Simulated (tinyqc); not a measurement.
# Electron mobility in a silicon inversion layer, empirical terms and Matthiessen rule: effects of single changes

Inversion layer of sheet density Ns on a uniformly doped body, under a high-permittivity gate with an interlayer. The mobility terms are empirical power laws with prefactors chosen for the exercise; adding their inverses (Matthiessen) is itself an approximation.

Values chosen for this exercise; material values close to those of silicon: temperature T = 300 K; band gap Eg = 1.1 eV; relative permittivity of the semiconductor eps_r = 11.8; conduction-band density of states at T Nc = 2.81e19 cm^-3; valence-band density of states at T Nv = 2.67e19 cm^-3; body doping Nb = 1.2e18 cm^-3; reverse body bias Vsb = 1 V; weight of the inversion charge in the effective field eta = 0.5; phonon-limited mobility at 1 MV/cm and 300 K Ap = 408 cm^2/(V s); roughness-limited mobility at 1 MV/cm As = 1270 cm^2/(V s); exponent of the roughness term gs = 2; Coulomb prefactor Ac = 2800 cm^2/(V s); charge at the interface Nit = 1.8e12 cm^-2; remote-phonon mobility without interlayer Ar = 190 cm^2/(V s); interlayer thickness ti = 0.7 nm; decay length of remote phonons lr = 0.6 nm; inversion density Ns = 2.2e12 cm^-2.

Constants: q = 1.602176634e-19 C, kB = 1.380649e-23 J/K, Vt = kB T/q, eps0 = 8.8541878128e-14 F/cm where lengths are in cm. Results are converted to the units shown.

Each table varies one quantity; the others keep the values above.

## Effect of the body doping

ni = sqrt(Nc Nv) exp(-Eg/(2 Vt)), Eg in volts; Ndep = sqrt(2 eps0 eps_r Nb (2 Vt ln(Nb/ni) + Vsb)/q); E = q (Ndep + eta Ns)/(eps0 eps_r), in MV/cm. With t = T/(300 K): muC = Ac (Ns/1e12 cm^-2) t/(Nb/1e17 cm^-3 + Nit/1e11 cm^-2), muP = Ap E^(-1/3) t^(-1.75), muS = As E^(-gs), muR = Ar exp(2 ti/lr)/t; 1/mu is the sum of the inverses.

The same in every row: muR (cm^2/(V s)) = 1959.

Result of one run:
```
Nb (cm^-3)  E (MV/cm)  muC (cm^2/(V s))  muP (cm^2/(V s))  muS (cm^2/(V s))  mu (cm^2/(V s))
4.4e16         0.3231             334.1             594.6           1.216e4            189.8
```

What becomes of these results when the body doping Nb is changed from 4.4e16 to 2.1e17 cm^-3, all else the same?

Result of the changed run:
```
Nb (cm^-3)  E (MV/cm)  muC (cm^2/(V s))  muP (cm^2/(V s))  muS (cm^2/(V s))  mu (cm^2/(V s))
2.1e17         0.5137             306.5             509.4              4813            168.2
```

The whole series:
```
Nb (cm^-3)  E (MV/cm)  muC (cm^2/(V s))  muP (cm^2/(V s))  muS (cm^2/(V s))  mu (cm^2/(V s))
2e16           0.2716             338.5             630.0           1.722e4            195.7
4.4e16         0.3231             334.1             594.6           1.216e4            189.8
9.7e16         0.4006             324.7             553.5              7913            181.1
2.1e17         0.5137             306.5             509.4              4813            168.2
4.7e17         0.6906             271.4             461.6              2663            148.4
1e18           0.9378             220.0             416.8              1444            122.7
2.3e18          1.348             150.2             369.3             698.8            88.46
5e18            1.925             90.59             328.0             342.6            57.09
```

As Nb goes from 2e16 to 5e18 cm^-3, E rises from 0.272 to 1.93 MV/cm and mu falls from 196 to 57.1 cm^2/(V s). The Coulomb term is the smallest in the first and the last row. At Nb = 5e18 cm^-3 E passes 1.5 MV/cm, beyond the usual range of such laws.

## Universality: two dopings at the same effective field

Same model as above.

For each E, Ns is chosen to give that field on bodies with Nb = 2e17 and 1.2e18 cm^-3; the last column leaves out muC.

Universality: two dopings at the same effective field:
columns A: E (MV/cm); B: Ns, light body (cm^-2); C: mu, light (cm^2/(V s)); D: Ns, heavy body (cm^-2); E: mu, heavy (cm^2/(V s)); F: without muC (cm^2/(V s))
```
A              B       C          D       E       F
0.895  7.2845e12  223.03  6.5727e11  50.494  285.46
1.01   8.7843e12  218.06  2.1571e12  114.42  265.06
1.14   1.0480e13  209.39  3.8526e12  145.45  244.25
1.29   1.2436e13  197.51  5.8089e12  157.90  222.78
1.46   1.4653e13  183.26  8.0261e12  158.62  201.24
1.65   1.7131e13  167.58  1.0504e13  152.20  180.17
1.87   2.0001e13  150.59  1.3373e13  141.15  159.15
2.11   2.3131e13  133.90  1.6504e13  128.06  139.67
```

What does the table show?

The heavily doped body has 0.226 of the mobility of the light one in the first row and 0.956 in the last; there they lie 8.3 % below and 4.1 % below the curve without Coulomb scattering, which depends on E alone. The heavy body leaves that curve at low E because its field comes mostly from depletion charge and few carriers screen.

## Effect of the interlayer thickness

Same model as above.

The same in every row: E (MV/cm) = 1.013; muC (cm^2/(V s)) = 205.3; muP (cm^2/(V s)) = 406.2; muS (cm^2/(V s)) = 1237.

Effect of the interlayer thickness:
```
ti (nm)  muR (cm^2/(V s))  mu (cm^2/(V s))
0.2                 370.1            92.23
0.4                 720.8            105.0
0.6                  1404            113.0
0.8                  2734            117.6
1                    5326            120.1
1.2               1.037e4            121.4
1.4               2.021e4            122.1
1.6               3.935e4            122.5
1.8               7.665e4            122.6
```

What does the table show?

As ti goes from 0.2 to 1.8 nm, E stays at 1.01 MV/cm and mu rises from 92.2 to 123 cm^2/(V s). The Coulomb term is the smallest in the first and the last row.

Program tinyqc, `OMP_NUM_THREADS=1 python tinyqc.py 2510125 2510126 out.jsonl`; Intel Xeon 2.30GHz, shared host, one thread, about 0.01 s.
